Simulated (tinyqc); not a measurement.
# Metal gate on a two-layer dielectric stack with fixed charge and a dipole, step by step

tinyqc, about 0.01 s, one thread, Intel Xeon 2.30GHz (shared host): `OMP_NUM_THREADS=1 python tinyqc.py 2010159 2010160 out.jsonl` Printed values are rounded.

Gate, layer 2, layer 1, p-type semiconductor; x runs from the gate inwards. Charges are counted in units of +q. psi is the band bending at the surface, positive towards inversion. Classical charge, Boltzmann statistics, no interface traps.

Parameters, values chosen for the exercise; band and dielectric values close to those of silicon, layer 1 close to silicon dioxide, layer 2 close to zirconium oxide: temperature T = 300 K; band gap Eg = 1.13 eV; relative permittivity eps_r = 11.8; conduction-band density of states at T Nc = 2.81e19 cm^-3; valence-band density of states at T Nv = 2.66e19 cm^-3; electron affinity chi = 3.99 eV; acceptor density Na = 3.1e17 cm^-3; work function of the gate metal pM = 4.27 eV; thickness of layer 1, next to the semiconductor t1 = 1.9 nm; relative permittivity of layer 1 e1 = 4.04; thickness of layer 2, next to the gate t2 = 4.5 nm; relative permittivity of layer 2 e2 = 25.3; fixed charge at the semiconductor interface Q1 = 1e11 cm^-2; fixed charge between the layers Q2 = 7e11 cm^-2; uniform charge density in layer 1 r1 = 0 cm^-3; uniform charge density in layer 2 r2 = 0 cm^-3; flat-band shift by a dipole layer between the layers Vd = 0 V; band bending psi of the working point ps = 0.403 V.

Constants: q = 1.602176634e-19 C, kB = 1.380649e-23 J/K, Vt = kB T/q, eps0 = 8.8541878128e-14 F/cm where lengths are in cm. Results are converted to the units shown.

## Equivalent thickness and work-function difference

EOT = 3.9 (t1/e1 + t2/e2), Cox = eps0/(t1/e1 + t2/e2); phi_ms = pM - (chi + Eg - Vt ln(Nv/Na)).

EOT = 2.52783 nm
Cox = 1.36604 uF/cm^2
share of layer 1 in the EOT = 72.5585 %
phi_ms = -0.734904 V

## Flat-band voltage, term by term

EOT = 3.9 (t1/e1 + t2/e2), Cox = eps0/(t1/e1 + t2/e2); phi_ms = pM - (chi + Eg - Vt ln(Nv/Na)). Vfb = phi_ms + Vd - (q/eps0) [Q1 (t1/e1 + t2/e2) + Q2 t2/e2 + r1 (t1^2/(2 e1) + t1 t2/e2) + r2 t2^2/(2 e2)]: each charge counts with its electrical distance from the gate.

terms (V): phi_ms -0.734904, dipole 0.000000, Q1 -0.011729, Q2 -0.022530, r1 0.000000, r2 0.000000
Vfb = -0.769163 V

Apart from phi_ms the largest term is that of Q2, -22.5 mV; all charges and the dipole together move Vfb by -34.3 mV.

## Threshold voltage

ni = sqrt(Nc Nv) exp(-Eg/(2 Vt)), Eg in volts, pB = Vt ln(Na/ni), Vth = Vfb + 2 pB + sqrt(4 q eps0 eps_r Na pB)/Cox.

ni = 8.81479e9 cm^-3
pB = 0.449195 V
depletion charge = 0.305351 uC/cm^2
Vth = 0.352757 V

## Charge in the semiconductor

ni = sqrt(Nc Nv) exp(-Eg/(2 Vt)), Eg in volts. Qs = -sign(psi) sqrt(2 q eps0 eps_r Na Vt [exp(-u) + u - 1 + (ni/Na)^2 (exp(u) - u - 1)]), u = psi/Vt.

Qs = -0.197844 uC/cm^2

The surface is depleted or weakly inverted.

## Fields and voltage drops

Gauss: D = -Qs just inside the semiconductor; going towards the gate subtract q Q1, then q r1 t1, q Q2 and q r2 t2. Field = D/(eps0 e); the drop over a layer is its mean field times its thickness; Vg = phi_ms + Vd + psi + both drops.

```
place                        D (uC/cm^2)  field (MV/cm)
layer 2, gate side              0.069670       0.031101
layer 2, inner side             0.069670       0.031101
layer 1, outer side             0.181822       0.508296
layer 1, semiconductor side     0.181822       0.508296
semiconductor surface           0.197844       0.189361
```

drop over layer 2 = 0.0139954 V
drop over layer 1 = 0.0965761 V
Vg = -0.221333 V

The same Vg follows from Vfb + psi - Qs/Cox. The largest field, 0.508 MV/cm in size, is at: layer 1, outer side.
